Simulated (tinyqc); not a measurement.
One-electron ion in a basis of Gaussians, step by step. One step of it, computed by the program tinyqc.

Problem. Matrices over normalised Gaussians. With p = a_i + a_j and I(k) = Gamma((k+1)/2) / (2 p^((k+1)/2)): S = I(2l+2), T = (2l+3) a_i a_j S / p, V = -Z I(2l+1), each divided by sqrt(S_ii S_jj).

exponents of r^l exp(-a r^2) (1/bohr^2): 0.034370  0.055810  0.090630

Z = 1

l = 0

Give: S; T; V.

Solution.

S, lower triangle:
```
        1       2       3
1  1.0000
2  0.9573  1.0000
3  0.8439  0.9573  1.0000
```

T (hartree), lower triangle:
```
        1       2       3
1  0.0516
2  0.0611  0.0837
3  0.0631  0.0992  0.1359
```

V (hartree), lower triangle:
```
         1        2        3
1  -0.2958
2  -0.3244  -0.3770
3  -0.3367  -0.4134  -0.4804
```
